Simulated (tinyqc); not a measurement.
Inside a calculation. Model: undoped gate-all-around wire MOSFET, analytic charge model.

Computed by the program tinyqc: `OMP_NUM_THREADS=1 python tinyqc.py 2460080 2460081 out.jsonl`, one thread of a shared Intel Xeon 2.30GHz, about 0.02 s for the whole run. Printed values are rounded.

An undoped round wire of radius R under an insulator shell and a surrounding gate; long channel, electrons only, n = ni exp((psi - V)/Vt) with V the quasi-Fermi potential (0 at the source, Vd at the drain), constant mobility, no quantisation. The radial Poisson equation gives n(r) = n(0)/(1 - (1 - b) r^2/R^2)^2 with b = Q0/(Q + Q0). Q is the electron charge per area of the wire surface.

Parameters, values chosen for the exercise; material values those of a made-up semiconductor:
```
symbol    value        unit                                             meaning
T           273           K                                         temperature
Eg        0.905          eV                                            band gap
eps_r      10.1                      relative permittivity of the semiconductor
Nc      2.01e19       cm^-3              conduction-band density of states at T
Nv      1.88e19       cm^-3                 valence-band density of states at T
eox        8.95                     relative permittivity of the gate insulator
tox         5.6          nm                                 insulator thickness
R            20          nm                                         wire radius
dphi       0.01           V  gate work function less that of the intrinsic body
mu          180  cm^2/(V s)                                    channel mobility
L           0.2          um                                         gate length
Vg         1.13           V                                        gate voltage
Vd            1           V                                       drain voltage
```

Constants: q = 1.602176634e-19 C, kB = 1.380649e-23 J/K, Vt = kB T/q, eps0 = 8.8541878128e-14 F/cm where lengths are in cm. Results are converted to the units shown.

Range of the model: The surface density at the source passes 0.3 Nc, where Boltzmann statistics fail. mu V/L, with V the smaller of Vd and Vg - V0, passes 3e6 cm/s, so velocity saturation, left out here, would lower the current.

## Constants of the wire

ni = sqrt(Nc Nv) exp(-Eg/(2 Vt)), Eg in volts; Cox = eps0 eox/(R ln(1 + tox/R)); Q0 = 4 eps0 eps_r Vt/R; V0 = dphi + Vt ln[8 eps0 eps_r Vt/(q ni R^2)].

ni = 8.61387e10 cm^-3
Cox = 1.60506 uF/cm^2
Q0 = 42.0761 nC/cm^2
V0 = 0.361239 V

## Iteration 1: charge at the source by Newton steps

Q at the start = 4.2 nC/cm^2

With V = 0: f = Q/Cox + Vt ln(Q/Q0) + Vt ln(1 + Q/Q0) - (Vg - V0); f' = 1/Cox + Vt/Q + Vt/(Q + Q0); Q(new) = Q - f/f'.

f = -0.818118 V
f' = 0.00673267 V cm^2/nC
Q after iteration 1 = 125.715 nC/cm^2

## Iteration 2: charge at the source by Newton steps

As before.

f = -0.632147 V
f' = 9.50369e-4 V cm^2/nC
Q after iteration 2 = 790.874 nC/cm^2

## Course of the iteration: charge at the source by Newton steps

Stop when Q changes by less than 1e-8 nC/cm^2, or after 40 iterations.

Course of the iteration:

| iteration | Q (nC/cm^2) | \|change\| (nC/cm^2) |
|---|---|---|
| 1 | 125.715 | 122 |
| 2 | 790.874 | 665 |
| 3 | 991.709 | 201 |
| 4 | 993.563 | 1.85 |
| 5 | 993.563 | 1.18e-4 |
| 6 | 993.563 | < 1e-10 |

Converged in 6 iterations. At the end the number of correct digits about doubles with each step.

## Drain current and line charge

Qs = 993.563 nC/cm^2
Qd = 0.00226541 nC/cm^2

Q solves Vg - V0 - V = Q/Cox + Vt ln(Q/Q0) + Vt ln(1 + Q/Q0). I = mu (2 pi R/L)[2 Vt (Qs - Qd) + (Qs^2 - Qd^2)/(2 Cox) + Vt Q0 ln((Qd + Q0)/(Qs + Q0))], with Qs at V = 0 and Qd at V = Vd. Electrons per length at the source: 2 pi R Qs/q; surface over centre density: (1 + Qs/Q0)^2.

first term = 5.28704 uA
second term = 34.7794 uA
third term = -0.358602 uA
I = 39.7078 uA
electrons per length = 7.79282 1/nm
surface over centre density = 605.823

The square-law term makes up 87.6 % of the current.
